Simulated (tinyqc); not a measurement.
Pariser-Parr-Pople SCF with singles CI, for the molecule NC1=C2C=CC=C2C=C1 (SMILES; centres numbered as the heavy atoms are written), step by step. One step of it, computed by the program tinyqc.

Problem. PPP integrals. Ohno: gamma = 14.399645/sqrt(R^2 + a^2), a = 2 x 14.399645/(gamma_rr + gamma_ss); H_rr = -W_r - sum_(s != r) z_s gamma_rs; H_rs = beta for bonds.

Centres (angstrom, eV; a flat drawing with bonds scaled to 1.40 angstrom):
```
centre,x,y,core charge z,W,gamma_rr
1N,-2.291000,-1.416000,2,25.600000,16.800000
2C,-1.379000,-0.355000,1,11.160000,11.130000
3C,0.017000,-0.469000,1,11.160000,11.130000
4C,1.078000,-1.381000,1,11.160000,11.130000
5C,2.274000,-0.654000,1,11.160000,11.130000
6C,1.952000,0.709000,1,11.160000,11.130000
7C,0.556000,0.823000,1,11.160000,11.130000
8C,-0.505000,1.735000,1,11.160000,11.130000
9C,-1.701000,1.008000,1,11.160000,11.130000
```

Resonance integrals (eV):
```
i,j,beta
1,2,-2.240000
2,3,-2.390000
3,4,-2.390000
4,5,-2.390000
5,6,-2.390000
6,7,-2.390000
7,8,-2.390000
8,9,-2.390000
9,2,-2.390000
7,3,-2.390000
```

Give: repulsion gamma_rs; core matrix H.

Solution.

repulsion gamma_rs (eV):
```
,1N,2C,3C,4C,5C,6C,7C,8C,9C
1N,16.8000,8.2851,5.3343,4.0868,3.0369,2.9653,3.8237,3.8237,5.3343
2C,8.2851,11.1300,7.5520,4.8643,3.7047,3.8621,5.5197,5.5197,7.5524
3C,5.3343,7.5520,11.1300,7.5565,5.5212,5.5197,7.5541,5.5204,5.5192
4C,4.0868,4.8643,7.5565,11.1300,7.5550,5.5197,5.5204,3.8638,3.7052
5C,3.0369,3.7047,5.5212,7.5550,11.1300,7.5524,5.5192,3.7052,3.2010
6C,2.9653,3.8621,5.5197,5.5197,7.5524,11.1300,7.5520,4.8643,3.7047
7C,3.8237,5.5197,7.5541,5.5204,5.5192,7.5520,11.1300,7.5565,5.5212
8C,3.8237,5.5197,5.5204,3.8638,3.7052,4.8643,7.5565,11.1300,7.5550
9C,5.3343,7.5524,5.5192,3.7052,3.2010,3.7047,5.5212,7.5550,11.1300
```

core matrix H (eV):
```
,1N,2C,3C,4C,5C,6C,7C,8C,9C
1N,-62.2901,-2.2400,0.0000,0.0000,0.0000,0.0000,0.0000,0.0000,0.0000
2C,-2.2400,-66.3050,-2.3900,0.0000,0.0000,0.0000,0.0000,0.0000,-2.3900
3C,0.0000,-2.3900,-66.5717,-2.3900,0.0000,0.0000,-2.3900,0.0000,0.0000
4C,0.0000,0.0000,-2.3900,-57.9184,-2.3900,0.0000,0.0000,0.0000,0.0000
5C,0.0000,0.0000,0.0000,-2.3900,-53.9922,-2.3900,0.0000,0.0000,0.0000
6C,0.0000,0.0000,0.0000,0.0000,-2.3900,-55.6652,-2.3900,0.0000,0.0000
7C,0.0000,0.0000,-2.3900,0.0000,0.0000,-2.3900,-63.5505,-2.3900,0.0000
8C,0.0000,0.0000,0.0000,0.0000,0.0000,0.0000,-2.3900,-57.3922,-2.3900
9C,0.0000,-2.3900,0.0000,0.0000,0.0000,0.0000,0.0000,-2.3900,-58.5870
```
